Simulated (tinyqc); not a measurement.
Worked calculation: plane-wave Kohn-Sham cycle with exchange-only LDA in a layered model solid. One step of it, computed by the program tinyqc.

Problem. Iteration 2: levels at that k. Diagonalise the Hermitian matrix.

H (hartree):
```
,-2,-1,+0,+1,+2
-2,0.171500,0.098844,0.023128,0.004772,0.001328
-1,0.098844,-0.074984,0.098844,0.023128,0.004772
+0,0.023128,0.098844,-0.157145,0.098844,0.023128
+1,0.004772,0.023128,0.098844,-0.074984,0.098844
+2,0.001328,0.004772,0.023128,0.098844,0.171500
```

Give: eigenvalues.

Solution.

eigenvalues (hartree): -0.256  -0.128  -0.012  0.200  0.232
